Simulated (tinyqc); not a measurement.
Minority carriers and saturation current of a heavily doped emitter: effect of the doping.

n-type, parabolic bands, full ionisation. eta = (EF - Ec)/kB T solves N = Nc F12(eta), F12(x) = (2/sqrt(pi)) int_0^infinity sqrt(u)/(1 + exp(u - x)) du. The gap shrinks rigidly by dEg = E1 [ln(N/N0) + sqrt(ln^2(N/N0) + 0.5)], an empirical law that is here taken as the true narrowing.

ni = sqrt(Nc Nv) exp(-Eg/(2 Vt)), Eg in volts; degeneracy factor g = F12(eta) exp(-eta); nie^2 = ni^2 exp(dEg/kB T) g, p0 = nie^2/N; apparent narrowing dEg + kB T ln g. 1/tau = Cn N^2 + 1/ts, D = mup Vt, L = sqrt(D tau); J0 = (q p0 D/L)(s + tanh(W/L))/(1 + s tanh(W/L)), s = S L/D; the share recombining inside is 1 - 1/[cosh(W/L)(1 + tanh(W/L)/s)]. The mobility is held fixed.

Parameters, values chosen for the exercise; band and dielectric values close to those of silicon:
- T = 300 K (temperature)
- Eg = 1.13 eV (band gap)
- Nc = 2.81e19 cm^-3 (conduction-band density of states at 300 K)
- Nv = 2.69e19 cm^-3 (valence-band density of states at 300 K)
- E1 = 9.1 meV (energy of the narrowing law)
- N0 = 9.2e16 cm^-3 (density of the narrowing law)
- mup = 230 cm^2/(V s) (minority-hole mobility)
- Cn = 2.5e-31 cm^6/s (Auger coefficient)
- ts = 0.078 us (defect lifetime)
- W = 71 nm (emitter width)
- S = 5e6 cm/s (recombination velocity at the contact)

Constants: q = 1.602176634e-19 C, kB = 1.380649e-23 J/K, Vt = kB T/q. Results are converted to the units shown.

Result of one run:

| apparent narrowing (meV) | p0 (cm^-3) | L (nm) | J0 (fA/cm^2) | share inside (%) |
|---|---|---|---|---|
| 59.020 | 2.4856 | 157.28 | 311.56 | 12.199 |

Which ionised donor density N gave this result: 1.5e18, 8.7e18, 5.2e19 or 3.1e20 cm^-3?

N = 3.1e20 cm^-3.

The whole series:

| N (cm^-3) | apparent narrowing (meV) | p0 (cm^-3) | L (nm) | J0 (fA/cm^2) | share inside (%) |
|---|---|---|---|---|---|
| 6.1e17 | 35.393 | 506.46 | 6785.6 | 58209 | 0.0073073 |
| 1.5e18 | 51.119 | 378.41 | 6665.5 | 43491 | 0.0075730 |
| 3.6e18 | 66.183 | 282.37 | 6084.6 | 32454 | 0.0090880 |
| 8.7e18 | 80.476 | 203.10 | 4328.0 | 23345 | 0.017961 |
| 2.1e19 | 92.491 | 133.92 | 2198.0 | 15399 | 0.069605 |
| 5.2e19 | 99.196 | 70.100 | 929.09 | 8077.6 | 0.38853 |
| 1.3e20 | 92.448 | 21.598 | 374.58 | 2522.4 | 2.3506 |
| 3.1e20 | 59.020 | 2.4856 | 157.28 | 311.56 | 12.199 |

The apparent narrowing goes from 35.4 through a maximum of 99.2 (at N = 5.2e19 cm^-3 among the rows listed) to 59.0 meV. p0 goes as N^(-0.32) between the first two rows and N^(-2.49) between the last two (-1 without narrowing or degeneracy), and J0 falls from 58200 to 312 fA/cm^2.

Range of the model: Band tails, non-parabolic bands and incomplete ionisation are left out.

Numbers from tinyqc (`OMP_NUM_THREADS=1 python tinyqc.py 2330174 2330175 out.jsonl`; about 0.01 s on one thread of a shared Intel Xeon 2.30GHz).
